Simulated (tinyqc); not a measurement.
The decay curve: photoconductance decay in a wafer: bulk and surface recombination modes, and iron detection by pair splitting. Computed by tinyqc, a small Python program. Command: `OMP_NUM_THREADS=1 python tinyqc.py 3110145 3110146 out.jsonl pcd walk`. One thread of a shared host (Intel(R) Xeon(R) Processor @ 2.30GHz), about 0.01 s of CPU time with the checks.

Both faces of the wafer have the same S; injection is low and all coefficients are constant. x runs from -W/2 to W/2.

Inputs (values chosen for the exercise, modelled on p-type silicon): thickness W = 775 micrometre; diffusivity D = 23.4 cm^2/s; bulk lifetime tau_b without iron = 24 microsecond; surface recombination velocity S = 1.7 cm/s; absorption coefficient alpha = 1100 1/cm.

Method:
- Even modes cos(a x) obey b tan b = S W/(2 D) with b = a W/2, odd modes sin(a x) obey -b cot b = S W/(2 D); each decays at the rate 1/tau_b + D a^2.
- tau_eff is the decay time of the first mode. The surface time is 1/(D a^2) of that mode; shortcuts for it are W/(2 S), W^2/(pi^2 D) and their sum, whose error is sum/surface time - 1.
- Light from one face makes n(x, 0) proportional to exp(-alpha (x + W/2)). Only even modes carry the thickness average: weight c_n = [sin b/b] int n cos(a x) dx / (int cos^2(a x) dx x mean n), with int exp(-alpha (x + W/2)) cos(a x) dx = [alpha cos b (1 - E) + a sin b (1 + E)]/(alpha^2 + a^2), E = exp(-alpha W), and int cos^2 = W/2 + sin(2 b)/(2 a).
- Mean density = sum_n c_n exp(-t/tau_n) over 60 modes; the local decay time is -1/(d ln n/dt).

W^2/(pi^2 D) = 26.0069 microsecond

tau_eff = 23.9748 microsecond

Decay:
```
t / (W^2/(pi^2 D))  t (microsecond)  mean density/start  local decay time (microsecond)
0.02                          0.520             0.97834                          23.848
0.05                          1.300             0.94689                          23.902
0.10                          2.601             0.89678                          23.930
0.20                          5.201             0.80448                          23.950
0.50                         13.003             0.58090                          23.968
1.00                         26.007             0.33769                          23.974
2.00                         52.014             0.11413                          23.975
```

What does the comparison show, and why?

The local decay time goes from 23.8 to 24.0 microsecond against tau_eff = 24.0. Higher modes matter little here.
